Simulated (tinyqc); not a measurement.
Inside a calculation. Method: plane-wave Kohn-Sham cycle with exchange-only LDA in a layered model solid. One step of it, computed by the program tinyqc.

Problem. Iteration 2: potential. V_H(G) = 4 pi rho(G)/G^2 for G != 0 (uniform background); v_x = -(3 rho/pi)^(1/3); V = V_ext + V_H + v_x; Fourier components f(G_m) = (1/N) sum_j f(x_j) exp(-i G_m x_j).

A solid whose potential varies along x alone (atomic units):
```
parameter                      value
period a                   12.200000
cross-section of the cell  40.000000
electrons per cell                 2
grid points                       16
plane waves -n..n, n               2
k points                           3
V1 in V1 cos(2 pi x/a)     -0.490000
```

density after iteration 1 (e/bohr^3): 0.00520716  0.00498219  0.00447805  0.00401980  0.00377711  0.00370223  0.00368986  0.00368923  0.00368969  0.00368923  0.00368986  0.00370223  0.00377711  0.00401980  0.00447805  0.00498219

Give: Potentials on the grid; V(G_m), m = 0, 1, 2, ....

Solution.

Potentials on the grid (hartree):
```
x          V_ext      V_H      v_x        V
0.0000   -0.4900   0.0357  -0.1707  -0.6250
0.7625   -0.4527   0.0318  -0.1682  -0.5891
1.5250   -0.3465   0.0216  -0.1623  -0.4872
2.2875   -0.1875   0.0086  -0.1566  -0.3355
3.0500         0  -0.0039  -0.1534  -0.1573
3.8125    0.1875  -0.0143  -0.1523   0.0209
4.5750    0.3465  -0.0217  -0.1522   0.1726
5.3375    0.4527  -0.0262  -0.1522   0.2743
6.1000    0.4900  -0.0277  -0.1522   0.3101
6.8625    0.4527  -0.0262  -0.1522   0.2743
7.6250    0.3465  -0.0217  -0.1522   0.1726
8.3875    0.1875  -0.0143  -0.1523   0.0209
9.1500         0  -0.0039  -0.1534  -0.1573
9.9125   -0.1875   0.0086  -0.1566  -0.3355
10.6750  -0.3465   0.0216  -0.1623  -0.4872
11.4375  -0.4527   0.0318  -0.1682  -0.5891
```

V(G_m), m = 0, 1, 2, ... (hartree): -0.1573  -0.2335  0.0000  -0.0003  0.0000
